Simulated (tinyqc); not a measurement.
What moves the results: inter-valley coupling by envelope functions against a chain of atomic planes. A value that a table varies takes the place of the one given here.

Chain: E(phi) = e0 + 2 v cos(phi) + 2 u cos(2 phi), cos(phi0) = -v/(4u), e0 = 2u + v^2/(4u); plane j = 0, 1, ... has the potential V_j = dE x_j + F (j - 30) a/4 (1 MV/m = 1e-4 V/angstrom). There are 30 barrier planes a side; with y = j - 29.5, x_j = xb (f(y) + f(Nw - y)), f(y) = 1/(1 + exp(y/L)), plus any Ge added in the well. The valley splitting is the spacing of the two lowest levels. Envelope theory: F_j solves a one-valley chain with hopping -b and diagonal 2b + V_j, b = 4u sin^2(phi0), sum F_j^2 = 1; the valleys couple by Dv = sum_j F_j^2 V_j exp(-2 i phi0 j) and split by 2|Dv|.

Inputs chosen for the exercise (near those of the Delta valleys of silicon in a SiGe well; the results hold for these values, not for the real material): a = 5.431 angstrom (lattice constant; planes lie a/4 apart); u = 0.623 eV (second-neighbour hopping); v = 0.683 eV (nearest hopping); Nw = 43 (planes in the well); L = 0.75 planes (interface width); xb = 0.33 (Ge fraction of the barriers); dE = 0.63 eV (offset per unit Ge fraction); F = 8 MV/m (field); xs = 0.2 (Ge fraction added on that plane); xw = 0.012 (mean Ge fraction of the wiggle); x0 = 2960 (start of the number sequence); na = 8000 (atoms a plane under the dot); js = 53 (plane j of a Ge spike (the well starts at j = 30)).

## Position of the spike

The spike is moved through the well; position counted from the first well plane, j - 30.

Against position:
```
j - 30  F_j^2, smooth  mean of the doublet (meV)  splitting, chain (micro-eV)  envelope  first order
2             0.01336                      30.33                         2334      2229         3367
5             0.02673                      31.38                         4407      4193         6737
9             0.04168                      32.79                         7258      7020        10502
13            0.04737                      33.73                         9097      8947        11937
17            0.04347                      33.47                         8585      8458        10955
22            0.03099                      31.94                         5530      5396         7809
28            0.01543                      30.42                         2488      2384         3887
34            0.00545                      29.61                          877       831         1372
41            0.00065                      29.24                          142       135          164
```

How do the results move?

The splitting is largest at plane 13 among these rows (9097 micro-eV), and the smooth envelope peaks at plane 13, counting all planes; without a spike it is 24. Where the splitting exceeds 20 micro-eV the envelope theory lies within 5.2 % of the chain and first order within 56 %.

## A periodic Ge profile (wiggle well)

periods (planes): pi/phi0 1.69960, pi/(pi - phi0) 2.42938

Added fraction xw (1 - cos(2 pi (j - 30)/p)) on the well planes; p = f times the resonant period pi/(pi - phi0). At resonance the estimate is dE xw.

Against period:
```
f     p (planes)  mean of the doublet (meV)  splitting, chain (micro-eV)  envelope
0.90      2.1864                      36.54                          667       712
0.95      2.3079                      36.42                         3930      4070
0.98      2.3808                      36.56                         6726      6791
0.99      2.4051                      36.62                         7253      7259
1.00      2.4294                      36.64                         7453      7409
1.01      2.4537                      36.62                         7320      7245
1.02      2.4780                      36.58                         6894      6805
1.05      2.5508                      36.43                         4601      4496
1.10      2.6723                      36.48                         1359      1269
1.50      3.6441                      36.63                           51        48
3.00      7.2881                      36.65                           28        27
```

What can be read from the table?

The splitting peaks at f = 1 with 7.45 meV, against the estimate dE xw = 7.56 meV, and is 0.90 and 0.92 of the value at f = 1 two per cent off to either side: the width of the resonance is set by the number of periods under the envelope. At f = 3 it is 28 micro-eV. The chain has one orbital a plane and knows only this resonance; longer periods that work through other bands are outside it.

## Random alloy fluctuations

A uniform fraction x is added on all planes. Each plane j then fluctuates by q sqrt(x_j (1 - x_j)/na) in Ge fraction, q = sqrt12 (z/2147483647 - 1/2) with z(new) = 16807 z mod 2147483647 from x0, restarted for each row; 24 samples. Theory: Dv is a complex Gaussian with sigma^2 = dE^2 sum F_j^4 x_j (1 - x_j)/na, and the mean splitting is sqrt(pi) sigma if the smooth part is negligible.

Splitting (micro-eV):
```
x     sigma  sqrt(pi) sigma  mean of 24  least  largest
0.00   27.1            48.1        61.0   20.9    108.3
0.01  132.4           234.8       191.8   28.2    481.9
0.02  184.4           326.9       267.6   26.1    698.5
0.05  285.3           505.6       416.5   29.6   1114.9
0.10  391.8           694.4       575.3   59.6   1553.4
```

What can be read from the table?

Without added Ge the disorder sits in the barriers, where the state is small: mean 61.0 micro-eV, against 24 for the smooth well. With 5 % Ge in the well the mean is 417, theory 506, with a statistical error of about 11 % for 24 samples; the miss is -18 %, and since every row reuses one sequence the rows with added Ge miss alike. The spread grows with the mean: at 5 % the samples run from 30 to 1115, so small splittings remain possible. sigma falls as 1/sqrt(na) for larger dots. A chain with one orbital a plane has no Bloch-function factor, which scales all these couplings down in fuller models.

## What each parameter does

Chain with the spike on plane js. Each row changes one parameter from the base and keeps the others.

Results:
```
case             level (meV)  splitting (micro-eV)
base                  31.638                4917.9
Nw = 49               31.401                4999.7
L = 1.25 planes       32.643                5254.3
xb = 0.38             32.058                5073.5
dE = 0.693 eV         32.089                5353.7
F = 10 MV/m           35.365                4255.9
js = 56               30.842                3354.7
xs = 0.26             32.089                5820.0
```

What does this show?

The largest shifts from the base row, up to three for each result and ties (the steps differ in size, so this ranks the rows, not the parameters). level (meV): F +3.728, L +1.005, js -0.796. splitting (micro-eV): js -1563.2, xs +902.1, F -662.0.

Program tinyqc; command `OMP_NUM_THREADS=1 python tinyqc.py 1480772 1480773 out.jsonl`; about 0.05 s on one thread of a shared Intel(R) Xeon(R) Processor @ 2.30GHz.
